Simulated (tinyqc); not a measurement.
From current I/W back to channel length L: inversion-layer mobility, back-scattering and ballistic limit of a field-effect transistor. Computed by tinyqc, a small Python program. Command: `OMP_NUM_THREADS=1 python tinyqc.py 3031048 3031049 out.jsonl mos inv`. One thread of a shared host (Intel(R) Xeon(R) Processor @ 2.30GHz), about 0.03 s of CPU time with the checks.

The charge at the top of the source barrier is fixed by the gate; series resistance and short-channel effects are left out. F_j are Fermi integrals normalised to exp(eta) in the classical limit.

Inputs (values chosen for the exercise, modelled on a 4H-SiC n-channel):
```
quantity,value,unit
transport mass m,0.3,m_0
valley degeneracy g_v,3,-
weight w of the inversion charge,0.5,-
permittivity eps,9.7,-
"phonon mobility at 1 MV/cm and 300 K, mu_ph",84,cm^2/(V s)
"roughness mobility at 1 MV/cm, mu_sr",53,cm^2/(V s)
"Coulomb mobility at N_inv = 1e12/cm^2, mu_C",22,cm^2/(V s)
electrical oxide thickness t_inv,1.3,nm
depletion charge N_dep,1.6e+12,1/cm^2
gate overdrive V_G - V_T,0.1,V
drain voltage V_D,1,V
exponent a of the critical length,0.59,-
temperature T,300,K
```

Statistics at the top of the barrier: non-degenerate.

Constants: eps_0 = 8.8541878128e-12 F/m; e = 1.602176634e-19 C; m_0 = 9.1093837015e-31 kg; k_B = 1.380649e-23 J/K; hbar = 1.054571817e-34 J s; k_B = 8.617333262e-05 eV/K.

Method:
- N_inv = 3.9 eps_0 (V_G - V_T)/(e t_inv); effective field E_eff = e (N_dep + w N_inv)/(eps eps_0).
- mu_phonon = mu_ph (E_eff/1 MV/cm)^(-0.3) (T/300 K)^(-1.75); mu_rough = mu_sr (E_eff/1 MV/cm)^(-2); mu_Coulomb = mu_C (N_inv/1e12 cm^-2) (T/300 K); Matthiessen's rule adds 1/mu.
- Non-degenerate: every F_j(eta) is replaced by exp(eta).
- Ballistic channel: N_2D = g_v m k_B T/(pi hbar^2), U = e V_D/(k_B T); eta_F solves N_inv = (N_2D/2)[F_0(eta_F) + F_0(eta_F - U)]; v_T = sqrt(2 k_B T/(pi m)); I/W = e (N_2D/2) v_T [F_1/2(eta_F) - F_1/2(eta_F - U)]; injection velocity v_T F_1/2(eta_F)/F_0(eta_F).
- Mean free path lambda = (2 k_B T/e)(mu/v_T) F_0(eta_0)/F_-1/2(eta_0), with eta_0 from N_inv = N_2D F_0(eta_0); critical length l = L (1 + U)^(-a), an empirical rule; back-scattering r = l/(l + lambda). Then eta solves N_inv = (N_2D/2)[(1 + r) F_0(eta) + (1 - r) F_0(eta - U)] and I/W = e (N_2D/2) v_T (1 - r)[F_1/2(eta) - F_1/2(eta - U)].
- Ballistic ratio: I over the ballistic current. Apparent mobility 1/(1/mu + 1/mu_B), mu_B = mu L/lambda.

Question. A run gave the result below. Find the channel length L, known to lie between 27 and 41 nm.

current I/W = 42.0076 microampere/micrometre

Answer.

Each step takes the trial c = (a f_b - b f_a)/(f_b - f_a), f being the result less the target and a, b, c the logarithms of the listed values; c replaces end b, the old b replaces a if the sign of f changed, and otherwise f_a is halved.

Scan of the range:
```
channel length L (nm),current I/W (microampere/micrometre)
27.0,45.3244
28.9,42.8338
31.0,40.3812
33.3,37.9983
35.7,35.7942
38.2,33.7547
41.0,31.7298
```

False position (Illinois rule, in the logarithm of the input) inside the bracket:
```
step,end a,end b,trial,current I/W (microampere/micrometre)
1,28.9000,31.0000,29.5910,41.9945
2,28.9000,29.5910,29.5695,42.0201
3,29.5910,29.5695,29.5800,42.0076
4,29.5695,29.5800,29.5800,42.0076
```

Current I/W falls at every point of a 13-point scan of the range (every second point is shown), so one value fits; it is bracketed by 28.9 and 31.0. Answer: channel length L = 29.58 nm.

Caution: the current exceeds the long-channel drift law, so the empirical rule for l, meant for short channels, is too generous here.
